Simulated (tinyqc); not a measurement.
## Schottky barrier on an n-type semiconductor, non-linear Poisson equation by Newton steps: effect of the bias of the metal against the semiconductor

One dimension, metal at x = 0, donor density C(x) = Nd, uniform. Energies are counted from the electron Fermi level of the semiconductor and the conduction-band edge is Ec = -psi, so n = Nc exp(psi/Vt); holes follow the Fermi level of the metal, at -V, so p = Nv exp((V - psi - Eg)/Vt). Ends: psi(0) = V - phiB and psi = Vt ln(Nd/Nc) deep inside. Boltzmann statistics, full ionisation, no current, no image force in the Poisson equation.

First integral for uniform doping: E_0^2 = (2 q/(eps0 eps_r)) [Nd (U - Vt + Vt exp(-U/Vt)) + Vt p_0], U = Vbi - V, Vbi = phiB - Vt ln(Nc/Nd), p_0 = Nv exp((phiB - Eg)/Vt) (deep holes neglected). Image-force lowering dphi = sqrt(q E_0/(4 pi eps0 eps_r)), at x_m = sqrt(q/(16 pi eps0 eps_r E_0)). W = sqrt(2 eps0 eps_r U/(q Nd)).

Inputs (values chosen for the exercise); band and dielectric values close to those of silicon: temperature T = 450 K; band gap Eg = 1.1 eV; relative permittivity eps_r = 11.7; conduction-band density of states at T Nc = 5.14e19 cm^-3; valence-band density of states at T Nv = 4.87e19 cm^-3; donor density deep in the semiconductor Nd = 1.5e17 cm^-3; barrier height phiB = 0.74 eV.

Constants: q = 1.602176634e-19 C, kB = 1.380649e-23 J/K, Vt = kB T/q, eps0 = 8.8541878128e-14 F/cm where lengths are in cm. Results are converted to the units shown.

The same in every row: Vbi (V) = 0.5137; p_0/Nd = 0.03017.

Result of one run:

| V (V) | W (nm) | E_0 (kV/cm) | dphi (mV) | exp(dphi/Vt) |
|---|---|---|---|---|
| -7.1 | 256.2 | 592.9 | 85.42 | 9.051 |

What becomes of these results when the bias of the metal against the semiconductor V is changed from -7.1 to 0 V, all else the same?

Result of the changed run:

| V (V) | W (nm) | E_0 (kV/cm) | dphi (mV) | exp(dphi/Vt) |
|---|---|---|---|---|
| 0 | 66.55 | 148.6 | 42.77 | 3.013 |

The whole series:

| V (V) | W (nm) | E_0 (kV/cm) | dphi (mV) | exp(dphi/Vt) |
|---|---|---|---|---|
| 0 | 66.55 | 148.6 | 42.77 | 3.013 |
| -1.4 | 128.4 | 295.0 | 60.26 | 4.730 |
| -2.9 | 171.6 | 395.8 | 69.79 | 6.048 |
| -4.3 | 203.7 | 470.7 | 76.12 | 7.120 |
| -5.7 | 231.4 | 535.3 | 81.17 | 8.110 |
| -7.1 | 256.2 | 592.9 | 85.42 | 9.051 |
| -8.6 | 280.3 | 648.9 | 89.37 | 10.02 |
| -10 | 301.1 | 697.2 | 92.63 | 10.90 |

As V goes from 0 to -10, the surface field rises from 149 to 697 kV/cm, the lowering rises from 42.8 to 92.6 mV and W rises from 66.5 to 301 nm. The reverse current factor exp(dphi/Vt) grows by 3.62 over the table, so a thermionic reverse current does not saturate. For V = -8.6, -10 the field exceeds 600 kV/cm, where tunnelling through the top of the barrier adds to any current.

Numbers from tinyqc (`OMP_NUM_THREADS=1 python tinyqc.py 2020163 2020164 out.jsonl`; about 0.05 s on one thread of a shared Intel Xeon 2.30GHz).
